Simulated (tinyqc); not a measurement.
What moves the results: Peierls distortion of a half-filled chain. A value that a table varies takes the place of the one given here.

Atoms move by +/- u, so bonds change by -/+ 2u and hoppings are t +/- 2 al u. Bands E = -/+ sqrt((2 t cos x)^2 + D^2 sin^2 x) with D = 4 al u, x = k a in (0, pi/2); the gap is 2D. Energy per atom at zero temperature: E(u) = -mean_x sqrt(...) + 2 K u^2; exactly, the mean is (4t/pi) E(1 - z^2), z = D/2t, E the complete elliptic integral of the second kind with parameter m. Coupling lambda = 2 al^2/(pi t K).

Constants: kB = 8.617333262e-05 eV/K.

Parameters, chosen for this exercise: t = 2.13 eV (hopping of the even chain); al = 3.1 eV/angstrom (change of hopping with bond length); K = 12.3 eV/angstrom^2 (spring constant of a bond).

## Energy against distortion

Exact means; both parts are counted from u = 0.

Energies per atom:
```
u (angstrom)  gap (eV)  electrons (meV)  springs (meV)  total (meV)
0.0062           0.154            -2.16           0.95        -1.22
0.0155           0.384           -11.01           5.91        -5.10
0.0311           0.771           -36.63          23.79       -12.84
0.0466           1.156           -72.35          53.42       -18.93
0.0621           1.540          -116.17          94.87       -21.31
0.0776           1.924          -166.69         148.14       -18.56
0.0932           2.311          -223.27         213.68        -9.59
0.1087           2.696          -284.40         290.67         6.27
0.1367           3.390          -405.31         459.70        54.38
```

The ratio of electronic gain to elastic cost is 2.29 in the first row and 0.88 in the last: the gain goes as u^2 ln(1/u), so it wins at small u for any K. The total is lowest at u = 0.0621 angstrom and turns positive between 0.0932 and 0.1087.

## A coarse mesh hides or distorts the instability

u0 from the gap equation K = 4 al^2 mean(sin^2 x/|E|) on the mesh x_j = (j + 1/2) pi/(2N); 0 where it has no root.

Results:
```
N     u0 (angstrom)  gap (eV)  smallest |E| at u = 0 (eV)
1            0.0000     0.000                       3.012
2            0.0000     0.000                       1.630
3            0.0391     0.971                       1.103
4            0.0552     1.370                       0.831
6            0.0610     1.514                       0.556
8            0.0619     1.535                       0.418
12           0.0621     1.540                       0.279
20           0.0621     1.541                       0.167
40           0.0621     1.541                       0.084
4000         0.0621     1.541                       0.001
```

For N = 1 and 2 no distortion is found: the mesh leaves its own gap at u = 0, which cuts off the logarithm. u0 is within 1 % of the last row from N = 8 on; the mesh must resolve D = 0.770 eV, and the coherence length xi/a = 2t/D is 5.5.

## Closing of the gap with temperature

The gap equation gains the factor tanh(|E|/2kT); 4000 points; Tp is where its root reaches zero.

Results:
```
T/Tp  T (K)  u (angstrom)   u/u0
0.20    977        0.0621  1.000
0.40   1955        0.0613  0.987
0.60   2932        0.0566  0.912
0.70   3421        0.0519  0.835
0.80   3909        0.0446  0.718
0.90   4398        0.0331  0.533
0.95   4642        0.0240  0.386
0.99   4838        0.0109  0.176
```

Tp = 4886 K

D(0)/(kB Tp) = 1.829, against 1.764 at weak coupling. u/u0 is 0.912 at 0.6 Tp and 0.533 at 0.9 Tp, and near Tp it goes as sqrt(1 - T/Tp): 2.20 between the last two rows against sqrt(5) = 2.24. In a single chain fluctuations forbid this transition; coupling between chains sets the real one, far lower.

## What moves the distortion

Exact means. Each row changes one parameter from the base and keeps the others.

Results:
```
case                     lambda  u0 (angstrom)  gap (eV)  E(u0) - E(0) (meV)
base                     0.2335         0.0621     1.541              -21.31
t = 2.236 eV             0.2224         0.0582     1.444              -17.93
al = 3.255 eV/angstrom   0.2575         0.0734     1.911              -32.33
K = 12.92 eV/angstrom^2  0.2223         0.0554     1.373              -17.03
```

The largest shifts from the base row, up to three for each result and ties (the steps differ in size, so this ranks the rows, not the parameters). lambda: al +0.0239, K -0.0112, t -0.0111. u0 (angstrom): al +0.0113, K -0.0067, t -0.0039. gap (eV): al +0.371, K -0.167, t -0.097. E(u0) - E(0) (meV): al -11.03, K +4.27, t +3.37.

Computed by tinyqc, a small Python program: `OMP_NUM_THREADS=1 python tinyqc.py 1680582 1680583 out.jsonl` (the numbers bound the seed that draws the inputs); one thread of a shared host (Intel(R) Xeon(R) Processor @ 2.30GHz), about 0.08 s for the whole set of steps.
